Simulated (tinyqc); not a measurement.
## Capacitances against the line height

Endless row of lines of width wl, height tl and space sl between grounded planes at distance hd; e2 fills the gaps beside the lines, e1 the rest. Laplace's equation is solved on meshes of 3, 6 and 12 steps per unit u and extrapolated (Aitken), which is good to about 0.2 %. C_even (all lines at 1 V) is the capacitance Cg to the planes; C_odd (neighbours in antiphase) = Cg + 4 Cc if only nearest neighbours couple, which defines Cc; total with quiet neighbours Cg + 2 Cc. Plate values 2 eps0 e1 wl/hd and eps0 e2 tl/sl.

Inputs (values chosen for the exercise): relative permittivity above and below the lines e1 = 4.2; relative permittivity between the lines e2 = 1; line width, in units u wl = 6 u; space between lines sl = 8 u; distance to each plane hd = 4 u.

Constants: eps0 = 8.8541878128e-12 F/m. Results are converted to the units shown.

The same in every row: plate Cg (aF/um) = 112.

Capacitances against the line height:

| tl (u) | Cg (aF/um) | Cc (aF/um) | Cg + 2 Cc (aF/um) | C_odd (aF/um) | plate Cc (aF/um) | share of coupling, 2 Cc/(Cg + 2 Cc) (%) |
|---|---|---|---|---|---|---|
| 2 | 182 | 3.11 | 188 | 195 | 2.21 | 3.30 |
| 4 | 187 | 4.41 | 196 | 204 | 4.43 | 4.52 |
| 6 | 189 | 6.07 | 201 | 213 | 6.64 | 6.04 |
| 8 | 190 | 8.00 | 206 | 222 | 8.85 | 7.75 |
| 12 | 191 | 12.2 | 216 | 240 | 13.3 | 11.3 |
| 16 | 191 | 16.6 | 225 | 258 | 17.7 | 14.8 |

What does the table show?

As tl goes from 2 to 16, Cg rises from 182 to 191 aF/um, Cc rises from 3.11 to 16.6 aF/um and the share of coupling rises from 3.30 to 14.8 %. Cg is 1.63 times its plate value in the first row and 1.71 times in the last; for Cc the ratios are 1.40 and 0.938. Neighbours in antiphase raise the load by a factor of 1.03 and 1.15 over quiet ones.

Numbers from tinyqc (`OMP_NUM_THREADS=1 python tinyqc.py 2790159 2790160 out.jsonl`; about 0.8 s on one thread of a shared Intel Xeon 2.30GHz).
